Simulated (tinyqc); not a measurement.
Comparisons within one model: alloy A(1-x)B(x) by interpolation with bowing. A value that a table varies takes the place of the one given here.

Each gap follows E(x) = (1 - x) E_A + x E_B - C x (1 - x); the lattice constant follows Vegard, a(x) = (1 - x) a_A + x a_B.

Mass at Gamma from the Kane formula 1/m = F + Ep (Eg + 2 Dso/3)/(Eg (Eg + Dso)). F is fixed by the masses of A and B and interpolated linearly, as is Ep; Eg and Dso carry their bowing.

Constants: hc = 1239.841984 eV nm.

Values chosen for the exercise (A near InSb, B near InAs; the results hold for these values, not for the real material):
- a = (6.481, 6.066) angstrom (lattice constant of A, B)
- Eg = (0.238, 0.413) eV (gap at Gamma to the s-like level of A, B)
- EgX = (0.627, 1.444) eV (gap to the lowest valley along Gamma-X of A, B)
- EgL = (0.922, 1.146) eV (gap to L of A, B)
- C = (0.666, 0.651, 0.735) eV (bowing of the Gamma, X and L gaps)
- Dso = (0.817, 0.389) eV (spin-orbit splitting of A, B)
- Ep = (23.4, 21.7) eV (Kane energy of A, B)
- me = (0.0134, 0.026) m0 (electron mass at Gamma of A, B)
- Cs = 0.94 eV (bowing of Dso)
- x = 0.06 (fraction of B)

## Gaps across the alloy

Eleven compositions.

Gaps (eV):

| x | a (angstrom) | Gamma | X | L | lowest | wavelength (nm) |
|---|---|---|---|---|---|---|
| 0.0 | 6.4810 | 0.238 | 0.627 | 0.922 | Gamma | 5209 |
| 0.1 | 6.4395 | 0.196 | 0.650 | 0.878 | Gamma | 6340 |
| 0.2 | 6.3980 | 0.166 | 0.686 | 0.849 | Gamma | 7449 |
| 0.3 | 6.3565 | 0.151 | 0.735 | 0.835 | Gamma | 8230 |
| 0.4 | 6.3150 | 0.148 | 0.798 | 0.835 | Gamma | 8368 |
| 0.5 | 6.2735 | 0.159 | 0.873 | 0.850 | Gamma | 7798 |
| 0.6 | 6.2320 | 0.183 | 0.961 | 0.880 | Gamma | 6769 |
| 0.7 | 6.1905 | 0.221 | 1.062 | 0.924 | Gamma | 5619 |
| 0.8 | 6.1490 | 0.271 | 1.176 | 0.984 | Gamma | 4568 |
| 0.9 | 6.1075 | 0.336 | 1.304 | 1.057 | Gamma | 3695 |
| 1.0 | 6.0660 | 0.413 | 1.444 | 1.146 | Gamma | 3002 |

What can be read from the table?

The lowest valley is Gamma at every x. The Gamma gap has a minimum inside the range, 0.148 eV at x = (C - (E_B - E_A))/(2C) = 0.369, since the bowing exceeds the difference of the end gaps.

## Three ways to interpolate a mass

Linear in m, linear in 1/m, and the Kane formula.

Masses (m0):

| x | Eg (eV) | linear in m | linear in 1/m | Kane | Kane m/Eg (1/eV) |
|---|---|---|---|---|---|
| 0.000 | 0.238 | 0.0134 | 0.0134 | 0.0134 | 0.0563 |
| 0.125 | 0.187 | 0.0150 | 0.0143 | 0.0108 | 0.0578 |
| 0.250 | 0.157 | 0.0165 | 0.0152 | 0.0092 | 0.0587 |
| 0.375 | 0.148 | 0.0181 | 0.0164 | 0.0087 | 0.0590 |
| 0.500 | 0.159 | 0.0197 | 0.0177 | 0.0094 | 0.0589 |
| 0.625 | 0.191 | 0.0213 | 0.0192 | 0.0112 | 0.0585 |
| 0.750 | 0.244 | 0.0228 | 0.0211 | 0.0144 | 0.0587 |
| 0.875 | 0.318 | 0.0244 | 0.0233 | 0.0191 | 0.0600 |
| 1.000 | 0.413 | 0.0260 | 0.0260 | 0.0260 | 0.0630 |

How do the results move?

At x = 0.5 the three give 0.0197, 0.0177 and 0.0094; judged by the largest distance, the Kane value is closer to the interpolation in 1/m (largest distances 0.0103 m0 from the rule in m, 0.0083 m0 from the rule in 1/m), and it dips below both end values, following the bowed gap, which neither rule can do. The ratio m/Eg varies by a factor of 1.12 while the gap varies by 2.80; a constant ratio is the two-band rule m = Eg/Ep at fixed Ep.

## What each parameter does

Gaps at x and the Kane mass. Each row changes one parameter from the base and keeps the others.

Results:

| case | Gamma (eV) | X (eV) | L (eV) | mass (m0) |
|---|---|---|---|---|
| base | 0.2109 | 0.6393 | 0.8940 | 0.0120 |
| x = 0.02 | 0.2284 | 0.6306 | 0.9121 | 0.0129 |
| C = (0.766, 0.751, 0.835) eV | 0.2053 | 0.6337 | 0.8883 | 0.0117 |
| Eg = (0.25, 0.413) eV | 0.2222 | 0.6393 | 0.8940 | 0.0122 |
| EgX = (0.627, 1.372) eV | 0.2109 | 0.6350 | 0.8940 | 0.0120 |
| EgL = (0.876, 1.146) eV | 0.2109 | 0.6393 | 0.8507 | 0.0120 |
| Ep = (25.7, 23.9) eV | 0.2109 | 0.6393 | 0.8940 | 0.0119 |
| Cs = 0.99 eV | 0.2109 | 0.6393 | 0.8940 | 0.0120 |

What does this show?

The largest shifts from the base row, up to three for each result and ties (the steps differ in size, so this ranks the rows, not the parameters). Gamma (eV): x +0.0175, Eg +0.0113, C -0.0056; unchanged at the printed digits by EgX, EgL, Ep and Cs. X (eV): x -0.0087, C -0.0056, EgX -0.0043; unchanged at the printed digits by Eg, EgL, Ep and Cs. L (eV): EgL -0.0432, x +0.0181, C -0.0056; unchanged at the printed digits by Eg, EgX, Ep and Cs. mass (m0): x +0.0009, C -0.0003, Ep -0.0002; unchanged at the printed digits by EgX, EgL and Cs.

Computed by tinyqc, a small Python program: `OMP_NUM_THREADS=1 python tinyqc.py 1080070 1080071 out.jsonl` (the numbers bound the seed that draws the inputs); one thread of a shared host (Intel(R) Xeon(R) Processor @ 2.30GHz), about 0.01 s for the whole set of steps.
